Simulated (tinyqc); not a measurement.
Inside a calculation. Method: plane-wave Kohn-Sham cycle with exchange-only LDA in a layered model solid. One step of it, computed by the program tinyqc.

Question. Iteration 1: Hamiltonian at one k. H(m,m') = (k + G_m)^2/2 delta + V(G_m - G_m'), with V(-G) = V(G).

A solid whose potential varies along x alone (atomic units):
```
parameter                      value
period a                   16.700000
cross-section of the cell  19.000000
electrons per cell                 2
grid points                       16
plane waves -n..n, n               2
k points                           3
V1 in V1 cos(2 pi x/a)     -0.650000
V2 in V2 cos(4 pi x/a)      0.160000
```

V(G_m), m = 0, 1, 2, ... (hartree): -0.181905  -0.325000  0.080000  0.000000  0.000000

k = 0.000000 2 pi / a

Give: H.

Answer.

H (hartree):
```
         -2       -1       +0       +1       +2
-2   0.1012  -0.3250   0.0800   0.0000   0.0000
-1  -0.3250  -0.1111  -0.3250   0.0800   0.0000
+0   0.0800  -0.3250  -0.1819  -0.3250   0.0800
+1   0.0000   0.0800  -0.3250  -0.1111  -0.3250
+2   0.0000   0.0000   0.0800  -0.3250   0.1012
```
